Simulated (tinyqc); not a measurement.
Classical nucleation, growth and JMAK kinetics of crystallisation from a melt or glass: one step, computed by the program tinyqc. Command: `OMP_NUM_THREADS=1 python tinyqc.py 3002414 3002415 out.jsonl nucl walk`. One thread of a shared host (Intel(R) Xeon(R) Processor @ 2.30GHz), about 0.01 s of CPU time with the checks.

A spherical nucleus cap on a flat wall with a sharp interface of isotropic energy gamma; lambda = Omega^(1/3) is the jump distance.

Task: Steady nucleation rate. Driving force per volume: dG = H [(T_m - T)/T_m] [2 T/(T_m + T)]. Shape factor f = (2 + cos theta)(1 - cos theta)^2/4. W(r) = f [4 pi r^2 gamma - (4/3) pi r^3 dG]; r* = 2 gamma/dG; W* = f 16 pi gamma^3/(3 dG^2); n* = f (4/3) pi r*^3/Omega. D = D0 exp(-Q/(k_B T)); attachment rate k+ = (A*/lambda^2) D/lambda^2 with A* = 2 pi r*^2 (1 - cos theta); Zeldovich factor Z = sqrt(W*/(3 pi k_B T))/n*; sites per volume N = S_v/lambda^2; I = N Z k+ exp(-W*/(k_B T)); lag time = 1/(4 pi Z^2 k+).

Inputs (values chosen for the exercise, for a model substance):
```
quantity                        value        unit
melting point T_m                1500           K
heat of melting per volume H     1400      J/cm^3
interface energy gamma          0.158       J/m^2
atomic volume Omega              21.4  angstrom^3
temperature T                    1215           K
diffusion prefactor D0        2.9e-06       m^2/s
activation energy Q              1.89          eV
contact angle theta                90     degrees
wall area per volume S_v      1.4e+07         1/m
```

Nucleation: on a flat wall. Driving force: Thompson-Spaepen.

Constants: k_B = 8.617333262e-05 eV/K; k_B = 1.380649e-23 J/K.

Give: diffusivity D; attachment rate k+; Zeldovich factor Z; sites N; nucleation rate I; lag time.

Result:

diffusivity D = 4.1951e-14 m^2/s

attachment rate k+ = 7.8158e+07 1/s

Zeldovich factor Z = 0.0083909

sites N = 1.8163e+26 1/m^3

nucleation rate I = 9.6133e+16 1/(m^3 s)

lag time = 1.4461e-05 s
